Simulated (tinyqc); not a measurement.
# Changing the level that defines the junction C_B

Model: sputter depth profiling of a dopant layer: erosion rate, quantification and the mixing-roughness response. Computed by tinyqc, a small Python program. Command: `OMP_NUM_THREADS=1 python tinyqc.py 3025899 3025900 out.jsonl sims sweep`. One thread of a shared host (Intel(R) Xeon(R) Processor @ 2.30GHz), about 0.04 s of CPU time with the checks.

A rastered ion beam erodes silicon (49.94 atoms per nm^3). The measured profile is the true one convolved with a depth response.

Inputs (values chosen for the exercise, modelled on a dopant in silicon under an oxygen or caesium beam):
```
quantity                           value    unit
beam energy E                        1.4     keV
beam current                         150      nA
raster side                          300      um
sputter yield at 1 keV               1.1       -
mixing length at 1 keV               1.3      nm
roughness sigma                     0.42      nm
depth of the layer z0                 47      nm
sheet density Q                  1.6e+14  1/cm^2
relative sensitivity factor RSF  8.4e+20  1/cm^3
matrix count rate                 550000     1/s
background count rate                2.8     1/s
counting time per point              0.5       s
```

True profile: delta layer.

Constants: e = 1.602176634e-19 C.

Method:
- Scaling chosen for the exercise: yield Y = Y1 E^0.5, mixing length w = w1 E^0.5 (E in keV).
- Erosion rate = Y I/(e x raster^2 x density); depth step = rate x counting time; concentration = RSF x counts/matrix counts; detection limit = RSF x 3 sqrt(background x time)/(matrix rate x time).
- Mixing alone turns a layer at z0 into (1/w) exp(-(z - z0 + w)/w) for z > z0 - w; roughness adds a Gaussian of width sigma. With x = z - z0 + w: g(x) = (1/(2w)) exp(sigma^2/(2 w^2) - x/w) erfc((sigma/w - x/sigma)/sqrt2), and its integral G(x) = (1/2) erfc(-x/(sigma sqrt2)) - w g(x). Measured: Q g(x), 1 nm = 1e-7 cm.
- Find the maximum, the full width at half maximum and the deep point where the profile falls to C_B; far down, the trailing edge decays by w ln(10) per decade.

One run for each value:
```
level that defines the junction C_B (1/cm^3)  apparent junction depth (nm)
1.00e+15                                                            66.831
3.00e+15                                                            65.141
1.00e+16                                                            63.289
3.00e+16                                                            61.599
1.00e+17                                                            59.747
3.00e+17                                                            58.057
1.00e+18                                                            56.205
3.00e+18                                                            54.515
1.00e+19                                                            52.663
```

What does the table show, and why?

Over the rows, apparent junction depth (nm) falls from 66.8 to 52.7 (exponent d ln y / d ln x -0.023 between the first rows and -0.029 between the last). Each decade down in C_B adds w ln(10) = 3.54 nm in the exponential tail.

Caution (rows 1.00e15, 3.00e15, 1.00e16): C_B lies below the detection limit, so this point could not be measured.

Extremes, crossings and ranges named in words are read from the listed rows.
